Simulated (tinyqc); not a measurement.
# Hall measurement with a parallel conducting layer

Two layers in parallel, unit Hall factors, low field: 1/Rs = q (ns mu + n2 m2); apparent mobility (ns mu^2 + sg n2 m2^2)/(ns mu + n2 m2); apparent density (ns mu + n2 m2)^2/(ns mu^2 + sg n2 m2^2); a negative value means the sign of the second layer.

Inputs (values chosen for the exercise):

| symbol | value | unit | meaning |
|---|---|---|---|
| ns | 2.5e15 | cm^-2 | sheet density of the layer |
| mu | 51 | cm^2/(V s) | drift mobility |
| m2 | 1000 | cm^2/(V s) | mobility of the parallel layer |
| sg | 1 |  | sign of its carriers relative to the first layer |

Constants: q = 1.602176634e-19 C. Results are converted to the units shown.

Hall measurement with a parallel conducting layer:
```
n2 (cm^-2),Rs (ohm/square),apparent density (cm^-2),apparent mobility (cm^2/(V s)),share of the conductance in layer 2 (%)
8e12,46.06,1.266e15,107.0,5.904
3e13,39.63,6.796e14,231.8,19.05
1e14,27.44,4.860e14,468.1,43.96
6e14,8.579,8.726e14,833.7,82.47
2e15,2.934,2.256e15,943.1,94.01
1e16,0.6163,1.025e16,988.1,98.74
4e16,0.1555,4.025e16,997.0,99.68
2e17,0.03119,2.002e17,999.4,99.94
8e17,0.007801,8.002e17,999.8,99.98
```

What does the comparison show?

The apparent mobility rises from 107 to 1000 cm^2/(V s), between mu = 51 and sg m2 = 1000. The apparent density never exceeds ns + n2; among the rows it falls to 0.187 of that sum, at n2 = 1e14.

Numbers from tinyqc (`OMP_NUM_THREADS=1 python tinyqc.py 2850104 2850105 out.jsonl`; about 0.01 s on one thread of a shared Intel Xeon 2.30GHz).
